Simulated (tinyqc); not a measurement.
Absorber share: periodic multilayer mirror for extreme ultraviolet light.

s polarisation, vacuum above. q_j = sqrt(N_j^2 - sin^2 theta); interface r_jk = (q_j - q_k)/(q_j + q_k) exp(-2 (2 pi/lam)^2 q_j q_k sg^2) (Nevot-Croce; sg = 0 if not given); phase factor of a layer x_j = exp(4 pi i q_j d_j/lam). Each period has the spacer (thickness (1 - Gm) L) on top of the absorber (Gm L). In this recursion R is the amplitude; R in tables and results is the reflectance, its squared modulus. The substrate is of the spacer material. Starting with R = 0 in it, each interface upward gives R -> (r + R x)/(1 + r R x), x that of the layer below the interface (1 for the substrate).

Parameters, chosen for this exercise (optical constants near those of Mo and Si at 13.5 nm; not measured data): lam = 13.5 nm (wavelength); dA = (0.0763, 0.00661) (delta and beta of the absorber, N = 1 - delta + i beta); dS = (0.0009, 0.00195) (delta and beta of the spacer and the substrate); theta = 6 degrees (angle from the normal); sg = 0.2 nm (interface roughness); Np = 60 (periods).

For each Gm the period is set so that lam_B = 2 L Re(mean q) equals lam - 0.09 nm.

Results:

| Gm | L (nm) | R |
|---|---|---|
| 0.15 | 6.826 | 0.552 |
| 0.20 | 6.853 | 0.647 |
| 0.25 | 6.879 | 0.691 |
| 0.30 | 6.906 | 0.713 |
| 0.35 | 6.933 | 0.722 |
| 0.40 | 6.961 | 0.724 |
| 0.45 | 6.988 | 0.720 |
| 0.50 | 7.016 | 0.710 |
| 0.60 | 7.072 | 0.672 |
| 0.70 | 7.129 | 0.599 |

The largest value listed is 0.724 at 0.4. The contrast of a period goes as sin(pi Gm) and is largest at 0.5, while the loss grows with Gm; R is 0.710 at 0.5, 0.713 at 0.3 and 0.599 at 0.7. Absorption pulls the best share below 0.5.

(tinyqc, `OMP_NUM_THREADS=1 python tinyqc.py 1650494 1650495 out.jsonl`, Intel(R) Xeon(R) Processor @ 2.30GHz, 1 thread, shared host, about 0.01 s.)
